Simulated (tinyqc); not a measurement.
Inside a calculation. Method: plane-wave Kohn-Sham cycle with exchange-only LDA in a layered model solid. Computed by tinyqc, a small Python program that keeps every step. Settings: points = 16, plane-wave index or count = 2, electrons = 2, k points = 1, area = 16.0, mixing = 1.0, iteration cap = 56. Command: `OMP_NUM_THREADS=1 python tinyqc.py 29339 29340 out.jsonl` (the two numbers bound the seeds that draw the settings). One thread of a shared host (Intel(R) Xeon(R) Processor @ 2.60GHz), about 0.01 s of CPU time with the checks. Later iterations appear only in the table of the cycle.

## Iteration 1: potential

A solid whose potential varies along x alone (atomic units):
```
parameter                      value
period a                   14.300000
cross-section of the cell  16.000000
electrons per cell                 2
grid points                       16
plane waves -n..n, n               2
k points                           1
V1 in V1 cos(2 pi x/a)     -0.490000
```

density at the start, on the grid x_j = j a/N (e/bohr^3): 0.00874126  0.00874126  0.00874126  0.00874126  0.00874126  0.00874126  0.00874126  0.00874126  0.00874126  0.00874126  0.00874126  0.00874126  0.00874126  0.00874126  0.00874126  0.00874126

V_H(G) = 4 pi rho(G)/G^2 for G != 0 (uniform background); v_x = -(3 rho/pi)^(1/3); V = V_ext + V_H + v_x; Fourier components f(G_m) = (1/N) sum_j f(x_j) exp(-i G_m x_j).

Potentials on the grid (hartree):
```
x              V_ext       V_H        v_x          V
0.000000   -0.490000  0.000000  -0.202853  -0.692853
0.893750   -0.452701  0.000000  -0.202853  -0.655554
1.787500   -0.346482  0.000000  -0.202853  -0.549335
2.681250   -0.187515  0.000000  -0.202853  -0.390368
3.575000           0  0.000000  -0.202853  -0.202853
4.468750    0.187515  0.000000  -0.202853  -0.015338
5.362500    0.346482  0.000000  -0.202853   0.143629
6.256250    0.452701  0.000000  -0.202853   0.249848
7.150000    0.490000  0.000000  -0.202853   0.287147
8.043750    0.452701  0.000000  -0.202853   0.249848
8.937500    0.346482  0.000000  -0.202853   0.143629
9.831250    0.187515  0.000000  -0.202853  -0.015338
10.725000          0  0.000000  -0.202853  -0.202853
11.618750  -0.187515  0.000000  -0.202853  -0.390368
12.512500  -0.346482  0.000000  -0.202853  -0.549335
13.406250  -0.452701  0.000000  -0.202853  -0.655554
```

V(G_m), m = 0, 1, 2, ... (hartree): -0.202853  -0.245000  0.000000  0.000000  0.000000

## Iteration 1: Hamiltonian at one k

k = 0.000000 2 pi / a

H(m,m') = (k + G_m)^2/2 delta + V(G_m - G_m'), with V(-G) = V(G).

H (hartree), lower triangle:
```
           -2         -1         +0         +1        +2
-2   0.183263
-1  -0.245000  -0.106324
+0   0.000000  -0.245000  -0.202853
+1   0.000000   0.000000  -0.245000  -0.106324
+2   0.000000   0.000000   0.000000  -0.245000  0.183263
```

## Iteration 1: levels at that k

Diagonalise the Hermitian matrix.

eigenvalues (hartree): -0.542493  -0.246118  0.027843  0.323057  0.388735

## Iteration 1: new density

Motion across x is left out: the lowest 1 band(s) hold two electrons at each of the k points (j + 1/2)/nk - 1/2. Residual R = rho(out) - rho(in); rho(new) = rho(in) + 1 R. rho(out) = 2/(a A nk) sum |psi|^2 with psi = sum c exp(i G x). Harris energy E = band energy - dV sum rho (V_H/2 + v_x) + (3/4) dV sum rho v_x with rho(in), dV = a A/N, band energy = (2/nk) sum of the filled levels.

rho(out) (e/bohr^3): 0.03439612  0.02879772  0.01655622  0.00607561  0.00119502  0.00008108  0.00000165  0.00001062  0.00002818  0.00001062  0.00000165  0.00008108  0.00119502  0.00607561  0.01655622  0.02879772

density after iteration 1 (e/bohr^3): 0.03439612  0.02879772  0.01655622  0.00607561  0.00119502  0.00008108  0.00000165  0.00001062  0.00002818  0.00001062  0.00000165  0.00008108  0.00119502  0.00607561  0.01655622  0.02879772

energy per cell = -0.98356011 hartree

## Iteration 2: potential

As before.

Potentials on the grid (hartree):
```
x              V_ext        V_H        v_x          V
0.000000   -0.490000   1.092249  -0.320253   0.281996
0.893750   -0.452701   0.968398  -0.301840   0.213857
1.787500   -0.346482   0.648959  -0.250983   0.051494
2.681250   -0.187515   0.249360  -0.179689  -0.117844
3.575000           0  -0.128441  -0.104500  -0.232941
4.468750    0.187515  -0.433662  -0.042621  -0.288769
5.362500    0.346482  -0.652721  -0.011628  -0.317866
6.256250    0.452701  -0.784095  -0.021645  -0.353038
7.150000    0.490000  -0.827844  -0.029966  -0.367810
8.043750    0.452701  -0.784095  -0.021645  -0.353038
8.937500    0.346482  -0.652721  -0.011628  -0.317866
9.831250    0.187515  -0.433662  -0.042621  -0.288769
10.725000          0  -0.128441  -0.104500  -0.232941
11.618750  -0.187515   0.249360  -0.179689  -0.117844
12.512500  -0.346482   0.648959  -0.250983   0.051494
13.406250  -0.452701   0.968398  -0.301840   0.213857
```

V(G_m), m = 0, 1, 2, ... (hartree): -0.136002  0.146904  0.047392  0.015344  -0.001184

## Iteration 2: Hamiltonian at one k

k = 0.000000 2 pi / a

As before.

H (hartree), lower triangle:
```
           -2         -1         +0         +1        +2
-2   0.250114
-1   0.146904  -0.039473
+0   0.047392   0.146904  -0.136002
+1   0.015344   0.047392   0.146904  -0.039473
+2  -0.001184   0.015344   0.047392   0.146904  0.250114
```

## Iteration 2: levels at that k

As before.

eigenvalues (hartree): -0.287223  -0.132018  0.026943  0.296452  0.381128

## Iteration 2: new density

As before.

rho(out) (e/bohr^3): 0.00002827  0.00006650  0.00031122  0.00127623  0.00397434  0.00937829  0.01704889  0.02424402  0.02723291  0.02424402  0.01704889  0.00937829  0.00397434  0.00127623  0.00031122  0.00006650

density after iteration 2 (e/bohr^3): 0.00002827  0.00006650  0.00031122  0.00127623  0.00397434  0.00937829  0.01704889  0.02424402  0.02723291  0.02424402  0.01704889  0.00937829  0.00397434  0.00127623  0.00031122  0.00006650

energy per cell = -1.27419947 hartree

## Convergence

Stop when sqrt(dV sum R^2) is below 1e-8, dV = a A/N.

Course of the cycle:
```
iteration  E (hartree)  norm of the residual
1          -0.98356011              1.79e-01
2          -1.27419947              2.95e-01
3          -2.59460788              3.03e-01
4          -1.37453584              3.06e-01
5          -2.64369435              3.06e-01
6          -1.37548996              3.06e-01
7          -2.64363033              3.06e-01
8          -1.37548133              3.06e-01
9          -2.64362920              3.06e-01
10         -1.37548135              3.06e-01
11         -2.64362920              3.06e-01
...                ...                   ...
46         -1.37548135              3.06e-01
47         -2.64362920              3.06e-01
48         -1.37548135              3.06e-01
49         -2.64362920              3.06e-01
50         -1.37548135              3.06e-01
51         -2.64362920              3.06e-01
52         -1.37548135              3.06e-01
53         -2.64362920              3.06e-01
54         -1.37548135              3.06e-01
55         -2.64362920              3.06e-01
56         -1.37548135              3.06e-01
```

Not converged within 56 iterations: the residual has stopped falling: the iteration swings between two states. Reruns (cap 100 unless said): mixing 0.1: not converged; mixing 0.5, Kerker q0 1.0: converged in 71 (E = -0.52059); mixing 0.3, Pulay depth 5: converged in 25 (E = -0.52059); the original settings with a cap of 400: not converged.
